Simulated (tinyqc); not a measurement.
Doping from the ideality factor.

Inverse problem. For thermionic-field emission over a Schottky barrier the ideality factor is n = u coth(u) with u = E00/Vt and E00 = (hbar/2) sqrt(Nd/(me m0 eps0 eps_r)) in SI units (volts). Find u, E00 and Nd.

Parameters, values chosen for the exercise; band and dielectric values those of a made-up semiconductor:
- T = 300 K (temperature)
- me = 0.0818 m0 (electron mass)
- eps_r = 13.1 (relative permittivity)

Constants: q = 1.602176634e-19 C, kB = 1.380649e-23 J/K, eps0 = 8.8541878128e-12 F/m, hbar = 1.054571817e-34 J s, m0 = 9.1093837015e-31 kg, Vt = kB T/q. Results are converted to the units shown.

n = 1.3860356

Solution. u coth(u) rises steadily from 1, so n fixes u; the definition of E00 then gives Nd.

u = 1.119
E00 = 28.92 meV
Nd = 2.600e18 cm^-3

Numbers from tinyqc (`OMP_NUM_THREADS=1 python tinyqc.py 2640060 2640061 out.jsonl`; about 0.03 s on one thread of a shared Intel Xeon 2.30GHz).
